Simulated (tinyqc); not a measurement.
# Four-point probe at the centre of a round wafer

Four collinear probes with spacing s at the centre of a thin disc of diameter d with an insulating edge: Rs = C V/I, C = pi/{ln 2 + ln[((d/s)^2 + 3)/((d/s)^2 - 3)]}; C tends to pi/ln 2 = 4.5324. x = d/s.

Parameters, values chosen for the exercise:
- ns = 1.6e15 cm^-2 (sheet density of the layer)
- mu = 50 cm^2/(V s) (drift mobility)
- I = 10 uA (current)

Constants: q = 1.602176634e-19 C. Results are converted to the units shown.

Four-point probe at the centre of a round wafer:
```
x	C	C over its limit	V for Rs = 1/(q ns mu) (mV)
3	2.2662	0.50000	0.34427
3.5	2.6331	0.58096	0.29630
4	2.9289	0.64621	0.26638
5	3.3625	0.74188	0.23203
7.5	3.9274	0.86653	0.19865
10	4.1712	0.92031	0.18704
15	4.3644	0.96295	0.17876
20	4.4364	0.97882	0.17586
40	4.5080	0.99462	0.17307
100	4.5284	0.99914	0.17229
```

C rises from 2.266 to 4.528. Using 4.5324 overstates Rs by 100 % in the first row and by under 1 % from d/s = 40 on among the rows.

Numbers from tinyqc (`OMP_NUM_THREADS=1 python tinyqc.py 2850219 2850220 out.jsonl`; about 0.01 s on one thread of a shared Intel Xeon 2.30GHz).
